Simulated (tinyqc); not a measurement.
Worked calculation: Jacobi rotations on a symmetric matrix. One step of it, computed by the program tinyqc.

Question. Jacobi rotation 1. Take the largest off-diagonal element A_pq; tan 2 theta = 2 A_pq / (A_qq - A_pp) with |theta| <= pi/4; A' = J^T A J with J_pp = J_qq = cos, J_pq = sin, J_qp = -sin.

A:
```
           1          2          3          4          5          6
1   0.379000  -0.989000  -0.805000  -0.288000   0.511000  -0.387000
2  -0.989000   1.021000   0.178000   0.907000  -0.565000  -1.064000
3  -0.805000   0.178000   1.279000  -0.312000   0.628000   0.904000
4  -0.288000   0.907000  -0.312000   1.486000   0.732000  -0.406000
5   0.511000  -0.565000   0.628000   0.732000   1.618000   0.498000
6  -0.387000  -1.064000   0.904000  -0.406000   0.498000   2.055000
```

Give: p, q, theta; A'.

Answer.

p, q, theta (rad): 2.000  6.000  -0.559

A':
```
        1       2       3       4       5       6
1   0.379  -1.044  -0.805  -0.288   0.511   0.197
2  -1.044   0.355   0.630   0.553  -0.215   0.000
3  -0.805   0.630   1.279  -0.312   0.628   0.672
4  -0.288   0.553  -0.312   1.486   0.732  -0.825
5   0.511  -0.215   0.628   0.732   1.618   0.722
6   0.197   0.000   0.672  -0.825   0.722   2.721
```
